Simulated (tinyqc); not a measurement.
Defect, radiative and Auger recombination at equal electron and hole densities (ABC model): one step. Shares, lifetimes and light.

J/(e d) = Ae n + B n^2 + C n^3 with Ae = A + 4 S/w (four side walls, carriers spread evenly), e = 1.602176634e-19 C, lengths in cm; internal efficiency IQE = B n^2/(Ae n + B n^2 + C n^3); all injected carriers recombine in the layer.

Values chosen for the exercise (orders of magnitude like those quoted for Ge; shifted at random, so the results belong to these values and not to a real crystal):
- B = 5.5e-14 cm^3/s (radiative coefficient)
- C = 5.8e-31 cm^6/s (Auger coefficient)
- J = 27 A/cm^2 (current density)
- ex = 0.83 (extraction efficiency)
- Eph = 0.66 eV (photon energy)

Ae = 410000 1/s
n = 1.29807e+18 1/cm^3

Task: Shares of the three paths; lifetime n/G = 1/(Ae + B n + C n^2); differential lifetime 1/(Ae + 2 B n + 3 C n^2) and bandwidth 1/(2 pi tau_d); optical power density ex IQE J Eph/e.

Give: shares; lifetime; differential lifetime; bandwidth; optical power density.

Result:

shares: defect 0.2811, radiative 0.0489, Auger 0.6700

lifetime = 686 ns
differential lifetime = 287 ns
bandwidth = 0.555 MHz
optical power density = 0.724 W/cm^2

The Auger path is the largest; the device runs above its efficiency peak, where the defect and Auger shares are equal.

Program tinyqc; command `OMP_NUM_THREADS=1 python tinyqc.py 1682731 1682732 out.jsonl`; about 0.01 s on one thread of a shared Intel(R) Xeon(R) Processor @ 2.30GHz.
